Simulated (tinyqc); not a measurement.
Inside a calculation. Model: hydrogenic impurity: series, fields, screening, photoionisation and donor-acceptor pairs. Computed by tinyqc, a small Python program that keeps every step. Command: `OMP_NUM_THREADS=1 python tinyqc.py 3016349 3016350 out.jsonl hydrogenic walk`. One thread of a shared host (Intel(R) Xeon(R) Processor @ 2.30GHz), about 0.01 s of CPU time with the checks. Intermediate numbers are printed to about 5 digits and carried at full precision; extremes and crossings named in words are read from the listed rows.

One isotropic, parabolic band. Effective units: Ry* and a*, in which H = -nabla^2 - 2/r.

Inputs (values chosen for the exercise, modelled on GaP): electron mass m = 0.494 m_0; dielectric constant eps = 11.3; donor density N = 3.9e+16 cm^-3; magnetic field B = 710 T; depth of a short-range centre E_i = 362 meV.

Parts treated: magnetic field and photoionisation.

Constants: Ry = 13.605693123 eV; a_0 = 0.529177210903 angstrom; h x 1 THz = 4.135667696 meV; mu_B = 5.7883818060e-05 eV/T.

## Effective units and the series

Ry* = Ry m/eps^2, a* = a_0 eps/m; level n is bound by Ry*/n^2; <r> = (3/2) a* in 1s; lines 1s -> np at Ry* (1 - 1/n^2); 1 THz = 4.135667696 meV.

Ry* = 52.637 meV

a* = 12.105 angstrom

<r> of 1s = 18.157 angstrom

Series:
```
n  binding (meV)  line from 1s (meV)  line (THz)
2         13.159              39.478       9.546
3          5.849              46.788      11.313
4          3.290              49.347      11.932
5          2.105              50.531      12.218
```

## Overlap of donors

Wigner-Seitz radius r_s = (3/(4 pi N))^(1/3); Mott criterion N_c^(1/3) a* = 0.26; overlap of two 1s orbitals at distance d: S = exp(-x)(1 + x + x^2/3), x = d/a*, with d = N^(-1/3).

r_s = 182.93 angstrom

Mott density = 9.9097e+18 cm^-3

N over the Mott density = 0.0039355

overlap S = 5.8731e-09

The sample is on the insulating side, with isolated donors.

## Donor in a magnetic field

gamma = hbar omega_c/(2 Ry*) = mu_B B/(m Ry*). For m_z = 0, H = -nabla^2 - 2/r + gamma^2 rho^2/4, and the band edge moves to gamma Ry*. Basis: exp(-al rho^2 - be z^2), al_k = 0.02 x 2.4^k + gamma/4 x c with k = 0..11, be_k = 0.02 x 2.4^k and c = 0, 0.5, 1 (36 functions). With A = al_i + al_j, B = be_i + be_j (not the field) and the common factor pi^(3/2) dropped: S = 1/(A sqrt(B)), kinetic S (4 al_i al_j/A + 2 be_i be_j/B), <rho^2> = S/A, <1/r> = (2/sqrt(pi)) atanh(u)/(A u), u = sqrt(1 - B/A), which is (2/sqrt(pi))/A when A = B; overlap eigenvalues below 1e-11 are dropped. Binding = (gamma - E) Ry*; the spin term shifts level and edge alike.

gamma = 1.5805

hbar omega_c = 166.39 meV

magnetic length a*/sqrt(gamma) = 9.6284 angstrom

ground level = -16.849 meV

binding energy in the field = 100.04 meV

The field squeezes the orbit and raises the binding by a factor 1.901. Caution: the field is beyond non-destructive laboratory magnets (about 100 T).

## Weak-field and exact binding

Perturbation theory: E = -1 + gamma^2/2 - (53/96) gamma^4 Ry*.

Ground level (Ry*):
```
gamma   B (T)    basis  second order  fourth order  binding
0.16     71.9  -0.9875      -0.98720   -9.8756e-01   1.1475
0.30    134.8  -0.9584      -0.95500   -9.5947e-01   1.2584
0.40    179.7  -0.9292      -0.92000   -9.3413e-01   1.3292
0.50    224.6  -0.8944      -0.87500   -9.0951e-01   1.3944
0.70    314.5  -0.8114      -0.75500   -8.8756e-01   1.5114
0.79    354.9  -0.7694      -0.68795   -9.0299e-01   1.5594
1.00    449.2  -0.6623      -0.50000   -1.0521e+00   1.6623
1.60    718.8  -0.3077       0.28000   -3.3381e+00   1.9077
3.20   1437.5   0.8211       4.12000   -5.3770e+01   2.3789
6.30   2830.1   3.3146      18.84500   -8.5085e+02   2.9854
```

Second order stays within 1 % of the basis value up to gamma = 0.40 of those listed and fourth order up to 0.40; beyond, the truncated (asymptotic) series fails, while the binding keeps growing slowly, to 2.99 Ry* at gamma = 6.3. Rows above about 100 T are beyond laboratory magnets, and there polaron and band-shape effects enter.

## Photoionisation line shapes

With x = h nu/E above threshold, normalised to their maxima: hydrogenic 1s: x^-4 exp(4 - 4 atan(k)/k)/(1 - exp(-2 pi/k)), k = sqrt(x - 1), which is 1 at threshold; delta-function centre (Lucovsky): 8 (x - 1)^(3/2)/x^3, which is 1 at x = 2. Energies use E = Ry* and E = E_i; band-to-band absorption, which hides both above the gap, is left out.

Relative cross-sections:
```
x     h nu, hydrogenic (meV)  hydrogenic  h nu, short-range centre (meV)  Lucovsky
1.05                   55.27  8.7772e-01                           380.1    0.0773
1.20                   63.16  6.1222e-01                           434.4    0.4141
1.50                   78.96  3.3174e-01                           543.0    0.8381
2                     105.27  1.4774e-01                           724.0    1.0000
2.50                  131.59  7.7836e-02                           905.0    0.9406
3.50                  184.23  2.9036e-02                          1267.0    0.7376
5                     263.18  9.9730e-03                          1810.0    0.5120
8                     421.10  2.3612e-03                          2896.0    0.2894
```

The Coulomb tail makes the hydrogenic cross-section largest at threshold, 52.64 meV; the short-range (neutral) centre starts from zero and peaks at twice its depth, 724.0 meV.

Checks made by the program: weak-field limit -1 + gamma^2/2 (relative difference 8e-06).
